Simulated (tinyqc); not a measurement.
Worked calculation: thermal stress, cracking, delamination and buckling of a thin film; Griffith cracks and misfitting inclusions. Computed by tinyqc, a small Python program that keeps every step. Command: `OMP_NUM_THREADS=1 python tinyqc.py 3018330 3018331 out.jsonl filmcrack walk`. One thread of a shared host (Intel(R) Xeon(R) Processor @ 2.30GHz), about 0.01 s of CPU time with the checks. Intermediate numbers are printed to about 6 digits and carried at full precision; extremes and crossings named in words are read from the listed rows.

Isotropic linear elasticity; the substrate is much thicker than the film; stress is positive in tension.

Inputs (values chosen for the exercise, modelled on a silicon nitride film on silicon):
```
quantity,value,unit
film Young's modulus E,240,GPa
film Poisson ratio nu,0.26,-
film expansion alpha_f,3.35,1e-6/K
substrate expansion alpha_s,3.5,1e-6/K
deposition temperature T_d,950,K
final temperature T,300,K
intrinsic stress,-99,MPa
film thickness h,0.47,micrometre
half width of a debonded strip w,1.1,micrometre
substrate Young's modulus E_s,165,GPa
substrate Poisson ratio nu_s,0.28,-
flaw half length a,0.27,micrometre
substrate surface energy gamma_s,1.3,J/m^2
inclusion radius R,0.099,micrometre
```

Inclusion: long cylinder (a filled via).

## Stress in the film

Thermal strain = (alpha_f - alpha_s)(T_d - T); stress = E/(1 - nu) x strain + intrinsic stress; plane-strain modulus Ebar = E/(1 - nu^2); G0 = stress^2 h/(2 Ebar) is the energy freed per area when a long strip loses its stress across its width.

thermal strain = -9.75e-05

film stress = -130.622 MPa

Ebar = 257.400 GPa

G0 = 0.0155772 J/m^2

The film ends in compression; the thermal part is -31.6 MPa.

## Elastic mismatch

Dundurs alpha = (Ebar - Ebar_s)/(Ebar + Ebar_s), with Ebar_s = E_s/(1 - nu_s^2). The channel-crack factor is taken as g = 1.258 (1 - alpha)^(-0.7), a rough interpolation chosen for the exercise (1.258 is the value for matched materials).

Dundurs alpha = 0.179554

factor g = 1.44493

A stiff film on a softer substrate opens wider and cracks more easily.

## Buckling of a debonded strip

A strip of half width w clamped at both edges buckles at sigma_c = (pi^2/12) Ebar (h/w)^2. Above it: height = h sqrt((4/3)(|s|/sigma_c - 1)), driving force at the edges G = G0 (1 - sigma_c/|s|)(1 + 3 sigma_c/|s|); below it both are 0. The smallest strip that buckles has w0 = pi h sqrt(Ebar/(12 |s|)).

buckling stress sigma_c = 38649.0 MPa

blister height = 0 micrometre

driving force at the edges = 0 J/m^2

smallest buckling half width w0 = 18.9214 micrometre

The strip stays flat, and a flat strip in compression frees no energy at its edges. Caution: a strip this narrow against its thickness is outside thin-plate theory, so sigma_c is only formal.

## Griffith crack in the substrate

Through crack of length 2a in plane strain: K_Ic = sqrt(2 gamma_s E_s/(1 - nu_s^2)); fracture stress = K_Ic/sqrt(pi a). An edge crack of depth a has K larger by 1.1215.

toughness K_Ic = 0.682272 MPa m^0.5

fracture stress, inner crack = 740.799 MPa

fracture stress, edge crack = 660.543 MPa

The inner crack lowers the strength to 4.5 % of the ideal E_s/10.

## A misfitting inclusion

Film material fills a long cylinder of radius R in the substrate, with the misfit e = thermal strain (it wants to shrink if e > 0). With the axial strain held by the substrate, s0 = (1 + nu) e/[(1 + nu)(1 - 2 nu)/E + (1 + nu_s)/E_s]; inside s_rr = s_tt = s0 and s_zz = E e + 2 nu s0; outside s_rr = s0 (R/r)^2, s_tt = -s_rr. Keep-out radius: where |s_rr| falls to 10 MPa (R if it is lower at the wall).

radial stress at the wall s0 = -11.9532 MPa

mean stress inside = -17.8407 MPa

keep-out radius = 0.108237 micrometre

The stress does not depend on R; its reach scales with R.

## Film, cylinder and sphere at the same misfit

Thermal misfit e alone, mean stress = trace/3 and largest difference of principal stresses inside. Film: E e/(1 - nu) in two directions, 0 in the third. Cylinder: s0 = (1 + nu) e/[(1 + nu)(1 - 2 nu)/E + (1 + nu_s)/E_s] twice and s_zz = E e + 2 nu s0. Sphere: e/[(1 - 2 nu)/E + (1 + nu_s)/(2 E_s)] three times.

Stresses inside (MPa):
```
shape,s1,s2,s3,mean,largest difference
film,-31.6216,-31.6216,0.0000,-21.0811,31.6216
cylinder,-11.9532,-11.9532,-29.6157,-17.8407,17.6625
sphere,-16.5851,-16.5851,-16.5851,-16.5851,0.0000
```

The mean stress in size is 21 MPa in the film, 18 in the cylinder and 17 in the sphere, while the largest difference, twice the largest shear stress, goes from 32 through 18 to 0. In a ductile solid shear can relax by slip and hydrostatic stress cannot.

Checks made by the program: fracture stress against the maximum of 4 a gamma - pi a^2 s^2/Ebar (relative difference 1e-09).
